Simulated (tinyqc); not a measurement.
Gain for each load and current direction: deformation-potential model of the X valleys of a conduction band.

Valleys with axes along x, y and z, one whole valley each. Herring-Vogt shift of a valley with unit axis a: dE = Xd tr(e) + Xu a.e.a. Non-degenerate shares n_i = exp(-dE_i/kT)/sum_j exp(-dE_j/kT). Inverse mass tensor of a valley: (1 - a a)/mt + a a/ml; the masses are taken as independent of strain.

s11 = (C11 + C12)/((C11 - C12)(C11 + 2 C12)), s12 = -C12/((C11 - C12)(C11 + 2 C12)), s44 = 1/C44; exx = s11 sxx + s12 (syy + szz) and cyclic, exy = s44 sxy/2; tension is positive. A uniaxial stress X along the unit vector n is s_ij = X n_i n_j.

Constants: kB = 8.617333262e-05 eV/K.

Inputs chosen for the exercise (near those of GaP; not measured data): ml = 2.062 m0 (longitudinal mass); mt = 0.251 m0 (transverse mass); Xd = 1.5 eV (dilation potential); Xu = 6.24 eV (uniaxial potential); C11 = 142.9 GPa; C12 = 63.5 GPa; C44 = 71.6 GPa; X1 = 1.4 GPa (size of the stress); T = 77 K (temperature).

Each load has the size X1. Gain m_c(0)/m_c - 1 in per cent from repopulation alone, m_c = 1/(u.M.u), M = sum_i n_i (inverse mass tensor); biaxial means sxx = syy.

Gain (%); + is tension, - compression:

| load | [100] | [010] | [001] | [110] | [1-10] | [111] |
|---|---|---|---|---|---|---|
| uniaxial [110] (+) | 41.4 | 41.4 | -82.7 | 41.4 | 41.4 | 0.0 |
| uniaxial [110] (-) | -20.7 | -20.7 | 41.4 | -20.7 | -20.7 | 0.0 |
| uniaxial [100] (+) | 41.4 | -20.7 | -20.7 | 10.3 | 10.3 | 0.0 |
| uniaxial [100] (-) | -82.8 | 41.4 | 41.4 | -20.7 | -20.7 | 0.0 |
| uniaxial [111] (+) | 0.0 | 0.0 | 0.0 | 0.0 | 0.0 | 0.0 |
| uniaxial [111] (-) | 0.0 | 0.0 | 0.0 | 0.0 | 0.0 | 0.0 |
| biaxial (001) (+) | 41.4 | 41.4 | -82.8 | 41.4 | 41.4 | 0.0 |
| biaxial (001) (-) | -20.7 | -20.7 | 41.4 | -20.7 | -20.7 | 0.0 |

What does the comparison show, and why?

The largest gain is +41.4 %, for 13 entries alike, where the repopulation is complete; for a [110] channel it is +41.4 %, under uniaxial [110] (+) and biaxial (001) (+). No gain or loss appears under uniaxial [111]: the valleys stay equivalent (in real silicon shear also changes the masses, which this model leaves out).

tinyqc: `OMP_NUM_THREADS=1 python tinyqc.py 1081368 1081369 out.jsonl`; about 0.03 s, one thread, shared Intel(R) Xeon(R) Processor @ 2.30GHz.
